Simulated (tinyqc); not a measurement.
Biaxially strained (001) channel, valley splitting in an inversion layer: two steps of the calculation.

A thin layer grown on a relaxed buffer is stretched in the plane. The two valleys with their long axis along the growth direction (D2) sink against the four in-plane ones (D4); confinement in a triangular well splits them too. Only the lowest subband of each set is kept; one relaxation time, so the weakening of intervalley scattering is left out.

Parameters, values chosen for the exercise; values close to those of silicon on relaxed silicon-germanium:
```
symbol   value   unit                                meaning
T          325      K                            temperature
x         0.18         germanium share of the relaxed buffer
b1      0.0418                   lattice mismatch per unit x
c11        165    GPa                       elastic constant
c12       65.1    GPa                       elastic constant
Xu        9.14     eV            shear deformation potential
ml       0.905     m0                      longitudinal mass
mt       0.188     m0                        transverse mass
F         0.53  MV/cm                        confining field
Ns      5.5e11  cm^-2                      inversion density
```

Constants: q = 1.602176634e-19 C, kB = 1.380649e-23 J/K, hbar = 1.054571817e-34 J s, m0 = 9.1093837015e-31 kg, Vt = kB T/q, hbar^2/(2 m0) = 0.0380998212 eV nm^2. Results are converted to the units shown.

Question 1. Subband edges and densities of states. Levels E(m) = 2.33811 (hbar^2 q^2 F^2/(2 m))^(1/3): E2 = E(ml), E4 = E(mt) + D; N2 = 2 mt kB T/(pi hbar^2), N4 = 4 sqrt(mt ml) kB T/(pi hbar^2).

D = 123.03464 meV

Give: E2; E4; N2; N4.

Answer 1.

E2 = 0.1148 eV
E4 = 0.3168 eV
N2 = 4.399e12 cm^-2
N4 = 1.930e13 cm^-2

Of the gap E4 - E2 = 202 meV, confinement gives 79.0 meV.

Question 2. Share of the light valleys and conductivity mass. EF solves Ns = N2 ln(1 + exp((EF - E2)/Vt)) + N4 ln(1 + exp((EF - E4)/Vt)); f2 is the share in D2, and 1/mc = f2/mt + (1 - f2)(1/mt + 1/ml)/2.

EF = 0.058200804 eV
E2 = 0.11476434 eV
N2 = 4.3988716e12 cm^-2

Give: f2; mc.

Answer 2.

f2 = 0.99657
mc = 0.18826 m0

tinyqc, about 0.02 s, one thread, Intel Xeon 2.30GHz (shared host): `OMP_NUM_THREADS=1 python tinyqc.py 2530158 2530159 out.jsonl`
